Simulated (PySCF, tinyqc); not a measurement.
FCI on RHF in the sto-6g basis, frozen core, for BeH+, spin multiplicity 1, step by step. The lowest restricted solution is unstable here: a spin-polarised one lies 0.0105 hartree lower (PySCF). Computed by tinyqc, a small Python program that keeps every step (integrals from PySCF). Settings: charge = 1, multiplicity = 1, basis = sto-6g, method = RHF, frozen orbitals = 1, energy threshold = 1e-10, iteration cap = 58, orthogonalisation = canonical, start = core, DIIS depth = 6, ci = FCI, davidson = 1. Command: `OMP_NUM_THREADS=1 python tinyqc.py 22097 22098 out.jsonl` (the two numbers bound the seeds that draw the settings). One thread of a shared host (Intel(R) Xeon(R) Processor @ 2.60GHz), about 0.2 s of CPU time with the checks. The early iterations of the SCF are left out here.

## One-electron integrals

Geometry (angstrom):
```
atom         x         y         z
Be    0.000000  0.000000  0.000000
H     0.000000  0.000000  1.872000
```

Basis sto-6g: exponents (1/bohr^2) and contraction coefficients of normalised primitives:
```
element  l (shell)    exponent  coefficient
Be           s (1)  312.870494     0.009164
Be           s (1)   57.364463     0.049361
Be           s (1)   16.048509     0.168538
Be           s (1)    5.513096     0.370563
Be           s (1)    2.140897     0.416492
Be           s (1)    0.881739     0.130334
Be           s (2)   13.633247    -0.013253
Be           s (2)    2.698375    -0.046992
Be           s (2)    0.838653    -0.033785
Be           s (2)    0.322660     0.250242
Be           s (2)    0.140131     0.595117
Be           s (2)    0.064233     0.240706
Be           p (3)   13.633247     0.003760
Be           p (3)    2.698375     0.037679
Be           p (3)    0.838653     0.173897
Be           p (3)    0.322660     0.418036
Be           p (3)    0.140131     0.425860
Be           p (3)    0.064233     0.101708
H            s (1)   35.523221     0.009164
H            s (1)    6.513144     0.049361
H            s (1)    1.822143     0.168538
H            s (1)    0.625955     0.370563
H            s (1)    0.243077     0.416492
H            s (1)    0.100112     0.130334
```

Overlap, kinetic and nuclear-attraction integrals over the contracted functions; the nuclear repulsion is the sum of Za Zb / Rab.

nuclear repulsion = 1.13072054 hartree

overlap S, order 1Be 1s, 1Be 2s, 1Be 2px, 1Be 2py, 1Be 2pz, 2H 1s:
$$\begin{pmatrix}
1.000000 & 0.254764 & 0.000000 & 0.000000 & 0.000000 & 0.021807 \\
0.254764 & 1.000000 & 0.000000 & 0.000000 & 0.000000 & 0.270548 \\
0.000000 & 0.000000 & 1.000000 & 0.000000 & 0.000000 & 0.000000 \\
0.000000 & 0.000000 & 0.000000 & 1.000000 & 0.000000 & 0.000000 \\
0.000000 & 0.000000 & 0.000000 & 0.000000 & 1.000000 & 0.351795 \\
0.021807 & 0.270548 & 0.000000 & 0.000000 & 0.351795 & 1.000000
\end{pmatrix}$$

kinetic energy T (hartree), order 1Be 1s, 1Be 2s, 1Be 2px, 1Be 2py, 1Be 2pz, 2H 1s:
$$\begin{pmatrix}
6.768753 & -0.207382 & 0.000000 & 0.000000 & 0.000000 & -0.008128 \\
-0.207382 & 0.220121 & 0.000000 & 0.000000 & 0.000000 & 0.012551 \\
0.000000 & 0.000000 & 0.661265 & 0.000000 & 0.000000 & 0.000000 \\
0.000000 & 0.000000 & 0.000000 & 0.661265 & 0.000000 & 0.000000 \\
0.000000 & 0.000000 & 0.000000 & 0.000000 & 0.661265 & 0.062438 \\
-0.008128 & 0.012551 & 0.000000 & 0.000000 & 0.062438 & 0.768522
\end{pmatrix}$$

nuclear attraction V (hartree), order 1Be 1s, 1Be 2s, 1Be 2px, 1Be 2py, 1Be 2pz, 2H 1s:
$$\begin{pmatrix}
-14.997471 & -1.722750 & 0.000000 & 0.000000 & -0.009713 & -0.159113 \\
-1.722750 & -2.578953 & 0.000000 & 0.000000 & -0.093464 & -0.611781 \\
0.000000 & 0.000000 & -2.557447 & 0.000000 & 0.000000 & 0.000000 \\
0.000000 & 0.000000 & 0.000000 & -2.557447 & 0.000000 & 0.000000 \\
-0.009713 & -0.093464 & 0.000000 & 0.000000 & -2.621654 & -0.781677 \\
-0.159113 & -0.611781 & 0.000000 & 0.000000 & -0.781677 & -2.369341
\end{pmatrix}$$

core Hamiltonian H = T + V (hartree), order 1Be 1s, 1Be 2s, 1Be 2px, 1Be 2py, 1Be 2pz, 2H 1s:
$$\begin{pmatrix}
-8.228718 & -1.930132 & 0.000000 & 0.000000 & -0.009713 & -0.167240 \\
-1.930132 & -2.358832 & 0.000000 & 0.000000 & -0.093464 & -0.599229 \\
0.000000 & 0.000000 & -1.896182 & 0.000000 & 0.000000 & 0.000000 \\
0.000000 & 0.000000 & 0.000000 & -1.896182 & 0.000000 & 0.000000 \\
-0.009713 & -0.093464 & 0.000000 & 0.000000 & -1.960389 & -0.719238 \\
-0.167240 & -0.599229 & 0.000000 & 0.000000 & -0.719238 & -1.600819
\end{pmatrix}$$

## Two-electron integrals

Functions are numbered as in S; the eight-fold symmetry (ij|kl) = (ji|kl) = (kl|ij) leaves the list below.

Two-electron integrals (ij|kl) in chemists' order, unique and non-zero (hartree):
```
(11|11) 2.299996   (21|11) 0.361879   (21|21) 0.071926   (22|11) 0.570332
(22|21) 0.139654   (22|22) 0.417773   (31|31) 0.015252   (32|31) 0.022555
(32|32) 0.092340   (33|11) 0.570332   (33|21) 0.139654   (33|22) 0.417773
(33|33) 0.450117   (41|41) 0.015252   (42|41) 0.022555   (42|42) 0.092340
(43|43) 0.024258   (44|11) 0.570332   (44|21) 0.139654   (44|22) 0.417773
(44|33) 0.401601   (44|44) 0.450117   (51|51) 0.015252   (52|51) 0.022555
(52|52) 0.092340   (53|53) 0.024258   (54|54) 0.024258   (55|11) 0.570332
(55|21) 0.139654   (55|22) 0.417773   (55|33) 0.401601   (55|44) 0.401601
(55|55) 0.450117   (61|11) 0.031342   (61|21) 0.006075   (61|22) 0.011838
(61|33) 0.011740   (61|44) 0.011740   (61|51) 0.000609   (61|52) 0.001208
(61|55) 0.012034   (61|61) 0.000543   (62|11) 0.108041   (62|21) 0.027070
(62|22) 0.092460   (62|33) 0.088662   (62|44) 0.088662   (62|51) 0.003645
(62|52) 0.024364   (62|55) 0.100058   (62|61) 0.002561   (62|62) 0.035550
(63|31) 0.002133   (63|32) 0.010735   (63|53) 0.003812   (63|63) 0.002578
(64|41) 0.002133   (64|42) 0.010735   (64|54) 0.003812   (64|64) 0.002578
(65|11) 0.128183   (65|21) 0.032421   (65|22) 0.115023   (65|33) 0.108449
(65|44) 0.108449   (65|51) 0.005784   (65|52) 0.037723   (65|55) 0.128169
(65|61) 0.003174   (65|62) 0.049644   (65|65) 0.070575   (66|11) 0.282395
(66|21) 0.071890   (66|22) 0.274394   (66|33) 0.256692   (66|44) 0.256692
(66|51) 0.009574   (66|52) 0.086241   (66|55) 0.309796   (66|61) 0.006891
(66|62) 0.144428   (66|65) 0.211599   (66|66) 0.774999
```

## Orthogonalisation

S = U s U^T; canonical form X = U s^(-1/2), so that X^T S X = 1. Each column of U has its largest component positive (the first on a tie).

eigenvalues of S: [0.531720, 0.803718, 1.000000, 1.000000, 1.180560, 1.484002]

X, order 1Be 1s, 1Be 2s, 1Be 2px, 1Be 2py, 1Be 2pz, 2H 1s:
$$\begin{pmatrix}
0.342076 & 0.744901 & 0.000000 & 0.000000 & 0.582064 & 0.248775 \\
-0.705757 & -0.547889 & 0.000000 & 0.000000 & 0.434617 & 0.427250 \\
0.000000 & 0.000000 & 0.882204 & -0.470867 & 0.000000 & 0.000000 \\
0.000000 & 0.000000 & 0.470867 & 0.882204 & 0.000000 & 0.000000 \\
-0.675707 & 0.544767 & 0.000000 & 0.000000 & -0.502769 & 0.385283 \\
0.899444 & -0.303950 & 0.000000 & 0.000000 & -0.258048 & 0.530075
\end{pmatrix}$$

Within a degenerate level the vectors are fixed only up to a rotation; this is one choice.

## Iteration 8 (converged): orbitals

converged F (hartree), order 1Be 1s, 1Be 2s, 1Be 2px, 1Be 2py, 1Be 2pz, 2H 1s:
$$\begin{pmatrix}
-5.055286 & -1.356664 & 0.000000 & 0.000000 & 0.015404 & -0.116654 \\
-1.356664 & -0.812975 & 0.000000 & 0.000000 & -0.091619 & -0.351122 \\
0.000000 & 0.000000 & -0.125059 & 0.000000 & 0.000000 & 0.000000 \\
0.000000 & 0.000000 & 0.000000 & -0.125059 & 0.000000 & 0.000000 \\
0.015404 & -0.091619 & 0.000000 & 0.000000 & -0.224291 & -0.306421 \\
-0.116654 & -0.351122 & 0.000000 & 0.000000 & -0.306421 & -0.403322
\end{pmatrix}$$

Diagonalise F' = X^T F X, C = X C', fill 2 alpha and 2 beta electrons from the bottom; D = 2 C_occ C_occ^T. Each column has its largest component positive (the first on a tie).

F' = X^T F X (hartree):
$$\begin{pmatrix}
-0.118171 & -0.627164 & 0.000000 & 0.000000 & -0.565315 & -0.275510 \\
-0.627164 & -1.941014 & 0.000000 & 0.000000 & -1.986815 & -0.913199 \\
0.000000 & 0.000000 & -0.125059 & 0.000000 & 0.000000 & 0.000000 \\
0.000000 & 0.000000 & 0.000000 & -0.125059 & 0.000000 & 0.000000 \\
-0.565315 & -1.986815 & 0.000000 & 0.000000 & -2.570927 & -1.221125 \\
-0.275510 & -0.913199 & 0.000000 & 0.000000 & -1.221125 & -1.238462
\end{pmatrix}$$

orbital energies (hartree): MO1 -5.056439, MO2 -0.640194, MO3 -0.252414, MO4 -0.125059, MO5 -0.125059, MO6 0.080474

coefficients C, order 1Be 1s, 1Be 2s, 1Be 2px, 1Be 2py, 1Be 2pz, 2H 1s:
$$\begin{pmatrix}
0.995740 & -0.190927 & -0.189458 & 0.000000 & 0.000000 & 0.093467 \\
0.016358 & 0.666140 & 0.731258 & 0.000000 & 0.000000 & -0.436992 \\
0.000000 & 0.000000 & 0.000000 & 0.745097 & -0.666956 & 0.000000 \\
0.000000 & 0.000000 & 0.000000 & 0.666956 & 0.745097 & 0.000000 \\
-0.002425 & 0.252226 & -0.578951 & 0.000000 & 0.000000 & -0.869346 \\
-0.001441 & 0.504042 & -0.396084 & 0.000000 & 0.000000 & 0.915430
\end{pmatrix}$$

D after iteration 8, order 1Be 1s, 1Be 2s, 1Be 2px, 1Be 2py, 1Be 2pz, 2H 1s:
$$\begin{pmatrix}
2.055902 & -0.221791 & 0.000000 & 0.000000 & -0.101142 & -0.195340 \\
-0.221791 & 0.888020 & 0.000000 & 0.000000 & 0.335956 & 0.671478 \\
0.000000 & 0.000000 & 0.000000 & 0.000000 & 0.000000 & 0.000000 \\
0.000000 & 0.000000 & 0.000000 & 0.000000 & 0.000000 & 0.000000 \\
-0.101142 & 0.335956 & 0.000000 & 0.000000 & 0.127248 & 0.254272 \\
-0.195340 & 0.671478 & 0.000000 & 0.000000 & 0.254272 & 0.508121
\end{pmatrix}$$

Within a degenerate level the vectors are fixed only up to a rotation; this is one choice.

## Convergence

Stop when the energy changes by less than 1e-10 hartree and every element of the error matrix X^T (F D S - S D F) X is below 3e-06.

Course of the cycle:
```
iteration   E (hartree)     change  largest element of the error matrix
1          -14.50640905          -                             3.42e-01
2          -14.75340009  -2.47e-01                             5.67e-02
3          -14.75775824  -4.36e-03                             1.03e-02
4          -14.75824889  -4.91e-04                             4.05e-03
5          -14.75832350  -7.46e-05                             1.36e-04
6          -14.75832358  -7.98e-08                             2.17e-05
7          -14.75832359  -2.23e-09                             1.62e-07
8          -14.75832359  -1.42e-14                             9.63e-09
```

PySCF RHF in the same basis = -14.75832359 hartree

Converged in 8 iterations.

## Integrals over molecular orbitals

(pq|rs) = sum C_ip C_jq C_kr C_ls (ij|kl), one index at a time.

one-electron integrals over orbitals h = C^T H C (hartree):
$$\begin{pmatrix}
-8.221723 & 0.176926 & 0.196822 & 0.000000 & 0.000000 & -0.065526 \\
0.176926 & -1.970687 & -0.087258 & 0.000000 & 0.000000 & 0.243104 \\
0.196822 & -0.087258 & -1.860975 & 0.000000 & 0.000000 & -0.099904 \\
0.000000 & 0.000000 & 0.000000 & -1.896182 & 0.000000 & 0.000000 \\
0.000000 & 0.000000 & 0.000000 & 0.000000 & -1.896182 & 0.000000 \\
-0.065526 & 0.243104 & -0.099904 & 0.000000 & 0.000000 & -1.661609
\end{pmatrix}$$

Two-electron integrals over orbitals (pq|rs), unique and non-zero (hartree); the lowest 1 orbital is frozen and left out:
```
(22|22) 0.449840    (32|22) -0.064674   (32|32) 0.066648    (33|22) 0.327869
(33|32) 0.031894    (33|33) 0.422600    (42|42) 0.045760    (43|42) 0.035068
(43|43) 0.048061    (44|22) 0.346269    (44|32) 0.043693    (44|33) 0.380195
(44|44) 0.450117    (52|52) 0.045760    (53|52) 0.035068    (53|53) 0.048061
(54|54) 0.024258    (55|22) 0.346269    (55|32) 0.043693    (55|33) 0.380195
(55|44) 0.401601    (55|55) 0.450117    (62|22) 0.017562    (62|32) -0.057397
(62|33) -0.006608   (62|44) -0.070503   (62|55) -0.070503   (62|62) 0.117761
(63|22) -0.057145   (63|32) 0.062816    (63|33) 0.048996    (63|44) 0.038655
(63|55) 0.038655    (63|62) -0.061727   (63|63) 0.079299    (64|42) -0.024876
(64|43) -0.007206   (64|64) 0.022126    (65|52) -0.024876   (65|53) -0.007206
(65|65) 0.022126    (66|22) 0.456200    (66|32) -0.067932   (66|33) 0.356236
(66|44) 0.350439    (66|55) 0.350439    (66|62) 0.040987    (66|63) -0.059095
(66|66) 0.490965
```

## FCI: determinants and Hamiltonian

one-electron integrals dressed by the frozen orbital, h + 2 (pq|11) - (p1|1q) (hartree), order 2, 3, 4, 5, 6:
$$\begin{pmatrix}
-1.090034 & 0.064674 & 0.000000 & 0.000000 & -0.017562 \\
0.064674 & -0.841505 & 0.000000 & 0.000000 & 0.056894 \\
0.000000 & 0.000000 & -0.771836 & 0.000000 & 0.000000 \\
0.000000 & 0.000000 & 0.000000 & -0.771836 & 0.000000 \\
-0.017562 & 0.056894 & 0.000000 & 0.000000 & -0.714165
\end{pmatrix}$$

energy of the frozen orbital, 2 h_11 + (11|11) = -14.15881515 hartree

Hartree-Fock energy = -14.75832359 hartree

Slater-Condon rules over spin orbitals, with the nuclear repulsion and the energy of the frozen orbital added and E(HF) subtracted on the diagonal. Only determinants linked to the reference directly or through others are kept (one block of an abelian symmetry group), so some states are absent.

Occupation strings over the orbitals (2 doubly, a alpha, b beta, 0 empty; spin orbitals ordered 1a 1b 2a 2b ...): 220000 2ab000 2a000b 2ba000 2b000a 202000 20a00b 200200 200020 20b00a 200002

H - E(HF) between determinants (hartree):
```
           220000     2ab000     2a000b     2ba000     2b000a     202000     20a00b     200200
220000   0.000000   0.000000   0.000000   0.000000   0.000000   0.066648  -0.057397   0.045760
2ab000   0.000000   0.126559  -0.000251  -0.066648   0.057397   0.096568   0.062816   0.035068
2a000b   0.000000  -0.000251   0.382230   0.057397  -0.117761   0.062816  -0.003258  -0.024876
2ba000   0.000000  -0.066648   0.057397   0.126559  -0.000251  -0.096568   0.024169  -0.035068
2b000a   0.000000   0.057397  -0.117761  -0.000251   0.382230  -0.062816   0.061727   0.024876
202000   0.066648   0.096568   0.062816  -0.096568  -0.062816   0.469820   0.105890   0.048061
20a00b  -0.057397   0.062816  -0.003258   0.024169   0.061727   0.105890   0.530795  -0.007206
200200   0.045760   0.035068  -0.024876  -0.035068   0.024876   0.048061  -0.007206   0.636673
200020   0.045760   0.035068  -0.024876  -0.035068   0.024876   0.048061  -0.007206   0.024258
20b00a   0.057397   0.024169   0.061727   0.062816  -0.003258  -0.105890  -0.079299   0.007206
200002   0.117761  -0.061727   0.023426   0.061727  -0.023426   0.079299  -0.002201   0.022126

           200020     20b00a     200002
220000   0.045760   0.057397   0.117761
2ab000   0.035068   0.024169  -0.061727
2a000b  -0.024876   0.061727   0.023426
2ba000  -0.035068   0.062816   0.061727
2b000a   0.024876  -0.003258  -0.023426
202000   0.048061  -0.105890   0.079299
20a00b  -0.007206  -0.079299  -0.002201
200200   0.024258   0.007206   0.022126
200020   0.636673   0.007206   0.022126
20b00a   0.007206   0.530795   0.002201
200002   0.022126   0.002201   0.792865
```

## FCI: roots

Diagonalise (each vector has its largest component positive (the first on a tie)); all determinants have Ms = 0, so triplets appear too. The lowest singlet root is the correlation energy.

lowest roots of this matrix, relative to E(HF) (hartree): [-0.043390, 0.032782, 0.099706, 0.251727, 0.345943, 0.491368, 0.548137, 0.612415]

lowest vectors, order 220000, 2ab000, 2a000b, 2ba000, 2b000a, 202000, 20a00b, 200200, 200020, 20b00a, 200002:
$$\begin{pmatrix}
0.959975 & 0.000000 & -0.133266 & 0.000000 \\
0.046047 & 0.682694 & 0.612526 & 0.091222 \\
0.038622 & -0.137438 & 0.143917 & 0.661262 \\
-0.046047 & 0.682694 & -0.612526 & 0.091222 \\
-0.038622 & -0.137438 & -0.143917 & 0.661262 \\
-0.171668 & 0.000000 & -0.396860 & 0.000000 \\
0.111845 & -0.122635 & 0.039328 & -0.233261 \\
-0.046730 & 0.000000 & -0.024600 & 0.000000 \\
-0.046730 & 0.000000 & -0.024600 & 0.000000 \\
-0.111845 & -0.122635 & -0.039328 & -0.233261 \\
-0.111209 & 0.000000 & 0.169227 & 0.000000
\end{pmatrix}$$

<S^2> of these roots: [0.000000, 2.000000, 0.000000, 2.000000, 0.000000, 2.000000, 0.000000, 0.000000]

weight of the ground state by excitation level 0, 1, 2, ...: [0.921553, 0.007224, 0.071223]

## The lowest root by the Davidson method

Start from the reference; add the residual divided by (theta - H_ii), orthogonalised, at each step.

Davidson iterations:
```
iteration  subspace  lowest Ritz value (hartree)  residual norm
1                 1                            0       1.71e-01
2                 2                  -0.04098059       2.74e-02
3                 3                  -0.04292560       1.48e-02
4                 4                  -0.04333342       4.39e-03
5                 5                  -0.04338347       2.05e-03
6                 6                  -0.04338969       1.46e-04
7                 7                  -0.04338972       2.43e-16
```
